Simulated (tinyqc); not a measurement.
From a target wavelength to the width: optical transitions of a finite quantum well. Three cases, with inputs chosen for the exercise.

Problem. Which width puts the e1-hh1 edge, hc/(Eg + e1 + hh1), at the wavelength below?

Each carrier sees a square well of width L with its own depth V and masses m (inside), mb (outside); c = hbar^2/2m0, k = sqrt(m E/c), kappa = sqrt(mb (V - E)/c), and level n solves k L + 2 atan[(k/m)/(kappa/mb)] = n pi. The envelope is cos(kz) for odd n and sin(kz) for even n inside, joins exp(-kappa (|z| - L/2)) outside, and is normalised to 1. Excitons and band mixing are left out.

Constants: hbar^2/2m0 = 3.80998211 eV angstrom^2; hc = 1239.841984 eV nm.

Find: e1 + hh1 needed; L; e1; hh1.

Method. Both confinement energies fall steadily with L, so their sum meets the target once; bisection in L finds it.

Case 1.

Values chosen (near those of a GaAs well in AlGaAs; shifted at random, so the results belong to these values and not to a real crystal): Eg = 1.5 eV (gap of the well); Vc = 0.243 eV (conduction offset); Vv = 0.129 eV (valence offset); me = 0.0659 m0 (electron, well); meb = 0.0919 m0 (electron, barrier); mh = 0.351 m0 (heavy hole along z, well); mhb = 0.401 m0 (heavy hole, barrier).

edge wavelength = 813.150 nm

Solution.

e1 + hh1 needed = 24.7 meV
L = 132.0 angstrom
e1 = 20.1 meV
hh1 = 4.7 meV

Case 2.

Values chosen (near those of a GaAs well in AlGaAs; shifted at random, so the results belong to these values and not to a real crystal): Eg = 1.539 eV (gap of the well); Vc = 0.251 eV (conduction offset); Vv = 0.13 eV (valence offset); me = 0.0663 m0 (electron, well); meb = 0.0927 m0 (electron, barrier); mh = 0.357 m0 (heavy hole along z, well); mhb = 0.393 m0 (heavy hole, barrier).

edge wavelength = 776.963 nm

Solution.

e1 + hh1 needed = 56.8 meV
L = 76.0 angstrom
e1 = 45.1 meV
hh1 = 11.6 meV

Case 3.

Values chosen (near those of an InGaAs well in InP; shifted at random, so the results belong to these values and not to a real crystal): Eg = 0.799 eV (gap of the well); Vc = 0.245 eV (conduction offset); Vv = 0.349 eV (valence offset); me = 0.041 m0 (electron, well); meb = 0.0816 m0 (electron, barrier); mh = 0.366 m0 (heavy hole along z, well); mhb = 0.535 m0 (heavy hole, barrier).

edge wavelength = 1458.643 nm

Solution.

e1 + hh1 needed = 51.0 meV
L = 94.0 angstrom
e1 = 42.1 meV
hh1 = 8.9 meV

Computed by tinyqc, one run a case: `OMP_NUM_THREADS=1 python tinyqc.py N N+1 out.jsonl` with N = 1251870, 1251886, 1252084; one thread of a shared Intel(R) Xeon(R) Processor @ 2.30GHz, about 0.4 s a run at most.
